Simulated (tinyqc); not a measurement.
MOS capacitor on an n-type substrate, surface potential from the exact charge relation: one step of the calculation.

Uniform n-type substrate, Boltzmann statistics, full ionisation, classical densities. psi is the surface potential against the body (positive when the bands bend down) and u = -psi/Vt. Traps are spread evenly over the gap and neutral at flat band, so their charge is -q Dit psi; the minority quasi-Fermi level is shifted by Vb.

Problem. Newton step for the surface potential. u = -psi/Vt; F^2 = exp(-u) + u - 1 + r (exp(u) - u - 1); Qs = +sign(u) Q0 F; Cs = -dQs/dpsi = (Q0/Vt) |1 - exp(-u) + r (exp(u) - 1)|/(2 F). f = Vfb + psi + (q Dit psi - Qs)/Cox - Vg, f' = 1 + (Cs + q Dit)/Cox, psi(new) = psi - f/f'.

Inputs (values chosen for the exercise); band and dielectric values close to those of silicon: temperature T = 400 K; density of interface traps Dit = 0 cm^-2 eV^-1; gate voltage against the body Vg = -2.23 V.

Constants: q = 1.602176634e-19 C, kB = 1.380649e-23 J/K, Vt = kB T/q. Results are converted to the units shown.

psi after iteration 1 = -0.84664090 V
Cox = 0.23020888 uF/cm^2
Vfb = 0.21190964 V
Q0 = 28.502510 nC/cm^2
r = 5.7114844e-17

Find: u; F; Qs; Cs; f; f'; psi after iteration 2.

Solution.

u = 24.562
F = 4.8541
Qs = 138.35 nC/cm^2
Cs = 0.085175 uF/cm^2
f = 0.99428 V
f' = 1.3700
psi after iteration 2 = -1.5724 V

Computed by the program tinyqc: `OMP_NUM_THREADS=1 python tinyqc.py 2060070 2060071 out.jsonl`, one thread of a shared Intel Xeon 2.30GHz, about 0.01 s for the whole run.
